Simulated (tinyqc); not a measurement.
# Valley-orbit splitting of a donor ground state, with strain, step by step

A worked calculation. Computed by tinyqc, a small Python program that keeps every step. Command: `OMP_NUM_THREADS=1 python tinyqc.py 3008768 3008769 out.jsonl valleyorbit walk`. One thread of a shared host (Intel(R) Xeon(R) Processor @ 2.30GHz), about 0.01 s of CPU time with the checks. Intermediate numbers are printed to about 7 digits and carried at full precision; extremes and crossings named in words are read from the listed rows.

The basis is the 1s envelope in each valley; energies are counted from the unstrained conduction-band edge. The strain is e_s (a a^T - 1/3) for the unit stress axis a, so valley j along n_j moves by Xi_u e_s w_j with w_j = (n_j.a)^2 - 1/3: +2/3 for [111], -2/9 for the others.

Inputs (values chosen for the exercise, modelled on donors in germanium):
```
quantity                                     value   unit
single-valley binding energy E_0              9.69    meV
central-cell shift Lambda                     0.33    meV
coupling Delta_1                              0.81    meV
shear deformation potential Xi_u                16     eV
shear strain e_s                          -0.00091      -
temperature T                                   30      K
donor density N_D                          9.5e+15  cm^-3
density-of-states mass of one valley m_e     0.217    m_0
```

Valleys: four along <111>. Stress axis: [111].

Constants: k_B = 8.617333262e-05 eV/K; m_0 = 9.1093837015e-31 kg; k_B = 1.380649e-23 J/K; h = 6.62607015e-34 J s.

## Levels without strain

By symmetry: E(A1) = E_0 + Lambda + 3 Delta_1 (one state), E(T2) = E_0 + Lambda - Delta_1 (three), as binding energies.

E(A1) = 12.45 meV

E(T2) = 9.21 meV

Only A1 has all valley amplitudes in phase, so only it has weight at the nucleus.

## The valley matrix under strain

H_jj = -(E_0 + Lambda) + Xi_u e_s w_j; H_jk = -Delta_1 between any two valleys.

H (meV):
```
             [111]   [1-1-1]   [-11-1]   [-1-11]
[111]    -19.72667  -0.81000  -0.81000  -0.81000
[1-1-1]   -0.81000  -6.78444  -0.81000  -0.81000
[-11-1]   -0.81000  -0.81000  -6.78444  -0.81000
[-1-11]   -0.81000  -0.81000  -0.81000  -6.78444
```

## Levels and ground state under strain

Diagonalise H; the ground vector has positive components. The density at the nucleus, and so the contact hyperfine coupling, scales as (sum_j c_j)^2/(number of valleys), which is 1 without strain; the envelopes are held fixed.

levels (meV): -19.89792  -8.23319  -5.97444  -5.97444

valley amplitudes of the ground state: [111] 0.9926322, [1-1-1] 0.0699555, [-11-1] 0.0699555, [-1-11] 0.0699555

hyperfine ratio A/A_0 = 0.3615008

The valleys that move down hold 98.5 % of the ground state, against 25.0 % without strain.

## Binding energy under strain

The binding energy is counted from the lowest valley edge, min_j Xi_u e_s w_j; the gap is from the ground state to the next level.

binding energy under strain = 10.19125 meV

gap to the first excited state = 11.66473 meV

Caution: strain lowers the binding by more than 15 %, so the envelope, held fixed here, would swell and lower A/A_0 further.

## Populations and ionisation

z = sum over levels of exp(-(E - E_ground)/k_B T), the ground-state share being 1/z; N_c = 2 (2 pi m_e k_B T/h^2)^(3/2) sum_j exp(-(shift_j - lowest shift)/k_B T); n1 = N_c/(2 z) exp(-binding/k_B T), binding = lowest shift - E_ground; without compensation n = 2 N_D/(1 + sqrt(1 + 4 N_D/n1)) (Boltzmann statistics; p and higher states left out).

partition sum z = 1.020137

share of neutral donors in the ground state = 0.9802603

N_c = 8.182745e+16 cm^-3

n1 = 7.783146e+14 cm^-3

free electrons n = 2.357738e+15 cm^-3

Caution: at this donor density neighbouring orbits begin to overlap and the depth shrinks, which a fixed level leaves out.

## Strain dependence

The contact hyperfine ratio is A/A_0 = (sum_j c_j)^2/(number of valleys), c_j the valley amplitudes of the ground state; binding from the lowest valley edge.

Against strain:
```
e_s       Xi_u e_s (w_max - w_min) (meV)  binding (meV)  gap to next level (meV)      A/A_0
-0.00730                       -103.8222       10.03926                 102.2407  0.2619779
-0.00270                        -38.4000       10.07344                  36.8869  0.2836629
-0.00091                        -12.9422       10.19125                  11.6647  0.3615008
-0.00027                         -3.8400       10.69897                   3.5779  0.6844641
0.00027                           3.8400       11.97940                   2.7694  0.9202779
0.00091                          12.9422       11.77393                   2.5639  0.8274125
0.00270                          38.4000       11.68912                   2.4791  0.7796732
0.00730                         103.8222       11.65866                   2.4487  0.7614303
```

A/A_0 falls for either sign of strain, to 0.262 and 0.761 at the ends; its limits are the shares of the valleys that end up lowest, 1/4 under compression and 3/4 under tension. Near zero strain A/A_0 changes in second order, the binding in first. The binding energy drops from 12.45 meV to 10.04 and 11.66 meV, since fewer valleys share the valley-orbit gain.

## Do the excited 1s states matter for ionisation?

No strain here. The last two columns set z = 1, with the A1 depth, or use one level at E_0 with z equal to the number of valleys.

Ionised share:
```
T (K)         z  all 1s states  ground state alone  no splitting
7.2    1.016189   6.139509e-05        6.189004e-05  2.860880e-04
12.0   1.130732   4.712361e-03        5.010181e-03  9.493301e-03
18.0   1.371502   4.231433e-02        4.937186e-02  5.976479e-02
26.0   1.706460   1.608448e-01        2.045670e-01  1.909767e-01
36.0   2.055702   3.548588e-01        4.638305e-01  3.869249e-01
58.0   2.568877   6.821246e-01        8.208221e-01  6.999638e-01
96.0   3.027817   8.886081e-01        9.573026e-01  8.934388e-01
```

z grows from 1.016 to 3.03 of at most 4. Leaving out the excited states overstates the ionised share by up to 30.7 % (at 36.0 K); ignoring the splitting misses by a factor 4.66 at the lowest T and 1.01 at the highest.

Checks made by the program: symmetry formulas against diagonalisation (relative difference below 1e-10).
